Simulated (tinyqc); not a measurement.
# All-pass ring resonator: line shape, cold and heated

A ring of length L = 2 pi Rr coupled to one bus waveguide: round-trip amplitude a = 10^(-al L/20), self-coupling t = sqrt(1 - k2). At detuning d from the resonance the round-trip phase is p = 2 pi d/FSR and the transmission T = (a^2 - 2 a t cos p + t^2)/(1 - 2 a t cos p + a^2 t^2). Lossless coupler, linear absorption only.

FSR = lam^2/(ng L). The lost power (1 - T) Pin heats the ring by Rt fa (1 - T) Pin and shifts the resonance to longer wavelength by s = (lam dT/ng) times that rise; d = dl - s. The hot columns give T for the smallest and the largest self-consistent shift.

Values chosen for this exercise; values close to those of silicon waveguides:
- lam = 1310 nm (cold resonance wavelength)
- Rr = 10 um (ring radius)
- ng = 4.26 (group index)
- al = 3.5 dB/cm (propagation loss)
- k2 = 0.0036 (power coupling)
- dT = 0.00017 1/K (thermo-optic change of the effective index)
- Rt = 4.4 K/mW (thermal resistance)
- fa = 0.56 (share of the loss that heats the ring)
- Pin = 0.092 mW (input power)

Results:
```
dl (pm)   T, cold  roots  smallest s (pm)  T there  largest s (pm)  T there
-13       0.89916      1           1.0399  0.91225          1.0399   0.91225
-7.1      0.72827      1           2.1452  0.81898          2.1452   0.81898
-3.5      0.40238      1           3.3730  0.71537          3.3730   0.71537
0        0.028246      1           5.0263  0.57586          5.0263   0.57586
2.7       0.29201      1           6.5510  0.44720          6.5510   0.44720
5.3       0.60101      1           8.1455  0.31265          8.1455   0.31265
8         0.77246      1           9.8312  0.17041          9.8312   0.17041
12        0.88375      1           1.8330  0.84532          1.8330   0.84532
22        0.96224      1          0.46630  0.96065         0.46630   0.96065
```

Estimate the missing row, dl = 16 pm.

Computed row:
```
dl (pm)  T, cold  roots  smallest s (pm)  T there  largest s (pm)  T there
16       0.93100      1          0.91146  0.92309         0.91146   0.92309
```

With this row back in the table: The cold line has FWHM = 8.85 pm and its dip at dl = 0; heated, the deepest listed dip lies at dl = 8 pm, and the largest possible shift is 11.5 pm, 1.3 FWHM. No listed row is bistable.

tinyqc, about 0.01 s, one thread, Intel Xeon 2.30GHz (shared host): `OMP_NUM_THREADS=1 python tinyqc.py 2650123 2650124 out.jsonl`
